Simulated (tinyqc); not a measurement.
# Inputs raised by 2 %, one at a time

Model: leakage through a gate insulator: direct, Fowler-Nordheim, trap-assisted and Poole-Frenkel currents. Computed by tinyqc, a small Python program. Command: `OMP_NUM_THREADS=1 python tinyqc.py 3021930 3021931 out.jsonl oxideleak sens`. One thread of a shared host (Intel(R) Xeon(R) Processor @ 2.30GHz), about 0.02 s of CPU time with the checks.

Electrons enter from the cathode Fermi level at x = 0; the conduction band of the insulator lies phi_b - e F x above it, F = V/t. WKB exponents use a parabolic band with mass m.

Inputs (values chosen for the exercise, with an insulator like SiO2):
```
quantity                          value   unit
thickness t                         5.7     nm
barrier phi_b                      2.99     eV
tunnelling mass m                  0.45    m_0
static constant eps_ox             3.93      -
optical constant eps_opt            2.1      -
voltage across the insulator V      1.7      V
trap depth phi_t                    1.9     eV
trap density N_t                9.4e+18  cm^-3
attempt rate nu_0                 2e+12    1/s
activation of capture E_a           0.2     eV
temperature T                       350      K
```

Constants: hbar^2/(2 m_0) = 3.80998212 eV angstrom^2; e = 1.602176634e-19 C; hbar = 1.054571817e-34 J s; k_B = 8.617333262e-05 eV/K; eps_0 = 8.8541878128e-12 F/m.

Method:
- For a level a distance phi(x) below the band, the WKB exponent is 2 int kappa dx with kappa = sqrt(m phi/(hbar^2/2m_0)); for a linear barrier from phi_1 down to phi_2 = max(phi_1 - e F d, 0) it is G = (4/3) sqrt(m/(hbar^2/2m_0)) (phi_1^(3/2) - phi_2^(3/2))/(e F).
- J_tun = e^3 F^2/(16 pi^2 hbar m phi_b) x exp(-G) / [1 - sqrt(phi_2/phi_b)]^2 with the free-electron mass in the cathode (m in m_0), phi_2 = max(phi_b - e V, 0): direct tunnelling for e V < phi_b, Fowler-Nordheim above. Image forces, back-flow and the limit on supply are left out, so J_tun is overstated below about 0.5 V.
- Equivalent oxide thickness = 3.9 t/eps_ox.
- A trap at depth x lies phi_t below the band. Capture: tunnel at the cathode Fermi level from 0 to x (G_in from phi_1 = phi_b), rate nu_0 exp(-G_in - E_c/k_B T) with E_c = E_a + max(phi_b - phi_t - e F x, 0), the last term being the height of the trap above the cathode Fermi level. Emission: tunnel from the trap level to the anode (G_out from phi_1 = phi_t over t - x), rate nu_0 exp(-G_out - E_a/k_B T). Re-emission to the cathode follows from detailed balance, rate_back = rate_in exp(dE/k_B T) with dE = phi_b - phi_t - e F x. Each trap passes R = rate_in rate_out/(rate_in + rate_back + rate_out) electrons per second; filling from the anode is left out.
- J_TAT = e N_t int_0^t R dx by the midpoint rule on 400 intervals; the most effective depth is the midpoint with the largest R, rounded to 0.01 nm.
- Poole-Frenkel emission over the lowered barrier of a charged trap: lowering sqrt(e F/(pi eps_opt eps_0)); J_PF = e N_t^(2/3) nu_0 exp(-(phi_t - lowering)/k_B T), one sheet of traps emitting with supply unlimited (an upper bound).
- J = J_tun + J_TAT (the Poole-Frenkel bound is not added); the ratio J/J_tun is the excess that stress-made traps add.

Runs; columns: (1) input moved; (2) from; (3) to; (4) tunnelling current J_tun (A/cm^2); (5) trap-assisted current J_TAT (A/cm^2); (6) Poole-Frenkel bound J_PF (A/cm^2); (7) total current J (A/cm^2):
```
(1)                                     (2)        (3)         (4)         (5)         (6)         (7)
base run                                  -          -  1.6408e-17  4.8175e-15  6.5942e-09  4.8339e-15
thickness t (nm)                        5.7      5.814  5.0514e-18  2.5200e-15  4.9074e-09  2.5250e-15
barrier phi_b (eV)                     2.99     3.0498  7.5088e-18  5.2290e-16  6.5942e-09  5.3041e-16
tunnelling mass m (m_0)                0.45      0.459  9.1297e-18  3.4527e-15  6.5942e-09  3.4619e-15
voltage across the insulator V (V)      1.7      1.734  2.0835e-17  8.8610e-15  8.8870e-09  8.8819e-15
trap depth phi_t (eV)                   1.9      1.938  1.6408e-17  1.4955e-14  1.8706e-09  1.4971e-14
trap density N_t (cm^-3)            9.4e+18  9.588e+18  1.6408e-17  4.9138e-15  6.6819e-09  4.9303e-15
temperature T (K)                       350        357  1.6408e-17  6.1645e-15  1.2596e-08  6.1809e-15
```

Exponents ln(y'/y) / ln(x'/x):
```
input                           tunnelling current J_tun  trap-assisted current J_TAT  Poole-Frenkel bound J_PF  total current J
thickness t                                      -59.492                      -32.723                   -14.920          -32.793
barrier phi_b                                    -39.474                     -112.138                     0.000         -111.589
tunnelling mass m                                -29.604                      -16.820                     0.000          -16.859
voltage across the insulator V                    12.063                       30.774                    15.068           30.721
trap depth phi_t                                   0.000                       57.203                   -63.624           57.087
trap density N_t                                   0.000                        1.000                     0.667            0.997
temperature T                                      0.000                       12.451                    32.684           12.413
```

Among the inputs moved here: tunnelling current J_tun answers most in size to thickness t (exponent -59.492), next to barrier phi_b (-39.474); its exponent is below 0.0005 for trap depth phi_t, trap density N_t, temperature T. Its exponent 0.000 in temperature T: tunnelling from the Fermi level does not depend on T in this formula. Trap-assisted current J_TAT answers most in size to barrier phi_b (exponent -112.138), next to trap depth phi_t (+57.203). Its exponent +1.000 in trap density N_t: independent traps. Poole-Frenkel bound J_PF answers most in size to trap depth phi_t (exponent -63.624), next to temperature T (+32.684); its exponent is below 0.0005 for barrier phi_b, tunnelling mass m. Its exponent +0.667 in trap density N_t: one sheet of traps, N_t^(2/3). Total current J answers most in size to barrier phi_b (exponent -111.589), next to trap depth phi_t (+57.087).

Caution (all rows): the film is too thin for the Poole-Frenkel picture (the lowering is a large part of the whole drop, or the traps are further apart than the film is thick), so J_PF is only nominal. Caution (rows barrier phi_b): a current below about 1e-15 A/cm^2 is not measurable.

Extremes, crossings and ranges named in words are read from the listed rows.
